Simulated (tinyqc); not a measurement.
Inside a calculation. Method: Rayleigh-quotient iteration on a symmetric matrix. One step of it, computed by the program tinyqc.

Problem. Step 1. solve (A - shift) w = v; v' = w/|w| with its largest component positive (the first on a tie); lambda = v'^T A v'; the next shift is lambda.

A, lower triangle:
```
,1,2,3,4
1,0.116000
2,-0.468000,0.429000
3,0.313000,0.318000,1.623000
4,-1.054000,-0.226000,0.328000,1.939000
```

vector v at the start: 0.500000  0.500000  0.500000  0.500000

shift = 0.160000

Give: vector after step 1; Rayleigh quotient after step 1.

Solution.

vector after step 1: 0.727  0.141  -0.623  0.251

Rayleigh quotient after step 1 = -0.116
